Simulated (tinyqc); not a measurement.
Bandgap voltage reference from two bipolar transistors: two steps of the calculation.

Two transistors of area 1 and N carry the same current I. Is(T) = Is (T/T0)^eta exp[(Vg0 q/kB)(1/T0 - 1/T)], VBE1 = Vt ln(I/Is(T)) + I rb, VBE2 = Vt ln(I/(N Is(T))) + I rb/N. The amplifier forces I R1(T) = VBE1 - VBE2 + Vos, with R(T) = R (1 + tc (T - T0)) for both resistors, and the output is Vref = VBE1 + I R2(T). Base currents and the Early effect are neglected.

Parameters, values chosen for the exercise; values of the order met in silicon bipolar transistors: reference temperature T0 = 323 K; band-gap voltage extrapolated to 0 K Vg0 = 1.188 V; temperature exponent of the saturation current eta = 4.4; saturation current of the unit transistor at T0 Is = 1.1e-16 A; area ratio of the second transistor N = 4; resistor across which the difference of VBE falls, at T0 R1 = 2.8 kohm; temperature coefficient of both resistors tc = 0 ppm/K; offset of the amplifier Vos = 0 mV; series resistance of the unit transistor rb = 120 ohm; output resistor at T0 R2 = 41.14 kohm; temperature T = 358 K.

Constants: q = 1.602176634e-19 C, kB = 1.380649e-23 J/K. Results are converted to the units shown.

Task 1. Operating point at another temperature. Vt = kB T/q; I = (Vt ln N + Vos)/(R1(T) - rb (1 - 1/N)).

Wanted: Vt; I; Is(T); VBE1; I R2; Vref.

Result 1.

Vt = 0.03085 V
I = 15.78 uA
Is(T) = 1.123e-14 A
VBE1 = 0.6517 V
I R2 = 0.6492 V
Vref = 1.301 V

From T0 to T, VBE1 changes by -62.2 mV and I R2 by 63.5 mV, which leaves 1.31 mV in Vref.

Task 2. Resistor for zero slope at T0, ideal case. With tc = 0, Vos = 0 and rb = 0 the current is proportional to T, dVBE/dT = (VBE - Vg0 - (eta - 1) Vt)/T, and Vref has zero slope at T0 when Vref = Vg0 + (eta - 1) Vt0. Find VBE1, its slope, that Vref, R2/R1 and the curvature d2Vref/dT2 = -(eta - 1) kB/(q T0).

Find: VBE1; dVBE/dT; Vref; R2/R1; curvature.

Result 2.

VBE1 = 0.7113 V
dVBE/dT = -1.769 mV/K
Vref = 1.283 V
R2/R1 = 14.81
curvature = -0.9071 uV/K^2

tinyqc, about 0.02 s, one thread, Intel Xeon 2.30GHz (shared host): `OMP_NUM_THREADS=1 python tinyqc.py 2062066 2062067 out.jsonl`
